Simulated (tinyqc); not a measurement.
When U turns negative: defect-molecule model of a vacancy with Jahn-Teller distortion.

Four dangling hybrids a, b, c, d point into the vacancy: H_ii = E0, and -gm between any two. A tetragonal distortion Q pairs a with b and c with d: those two couplings become -gm - I Q and the other four -gm + I Q/2, at an elastic cost k Q^2/2. The a1 level holds two electrons; charge states 2+, + and 0 put n = 0, 1, 2 more into the lowest level of t2 origin. Energy from the 2+ state at Q = 0, with the Fermi level mu counted from Ev: W_n(Q) = n (et - 2 I Q) + k Q^2/2 + Uc n (n - 1)/2 - n mu. et = E0 + gm is the undistorted t2 level.

Values chosen for the exercise (of the size used for the vacancy in silicon; the results hold for these values, not for the real material):
```
symbol  value  unit         meaning
E0      -0.1   eV           level of a dangling hybrid, from Ev
gm      0.37   eV           coupling between two dangling hybrids
I       0.99   eV/angstrom  Jahn-Teller coupling
Uc      0.25   eV           repulsion of two electrons in one orbital
```

The force constant is varied. E_JT = 2 I^2/k, E(2+/+) = et - E_JT, E(+/0) = et - 3 E_JT + Uc, U_eff = Uc - 2 E_JT.

Against k:
```
k (eV/angstrom^2)  E_JT (eV)  (2+/+) (eV)  (+/0) (eV)  U_eff (eV)  Q of the neutral state (angstrom)
8                     0.2450       0.0250     -0.2151     -0.2401                             0.4950
12                    0.1633       0.1066      0.0300     -0.0767                             0.3300
16                    0.1225       0.1475      0.1525      0.0050                             0.2475
24                    0.0817       0.1883      0.2750      0.0867                             0.1650
32                    0.0613       0.2087      0.3362      0.1275                             0.1237
48                    0.0408       0.2292      0.3975      0.1683                             0.0825
64                    0.0306       0.2394      0.4281      0.1887                             0.0619
96                    0.0204       0.2496      0.4587      0.2092                             0.0413
```

k at which U_eff = 0 = 15.68 eV/angstrom^2

Levels below 0 lie in the valence band. U_eff is negative for k below 4 I^2/Uc = 15.7: 2 of the 8 rows. The gain grows as n^2, so the second electron wins 3 E_JT where the first wins E_JT. For a stiff lattice the levels tend to et = 0.270 and et + Uc = 0.520 eV.

Program tinyqc; command `OMP_NUM_THREADS=1 python tinyqc.py 1451201 1451202 out.jsonl`; about 0.01 s on one thread of a shared Intel(R) Xeon(R) Processor @ 2.30GHz.
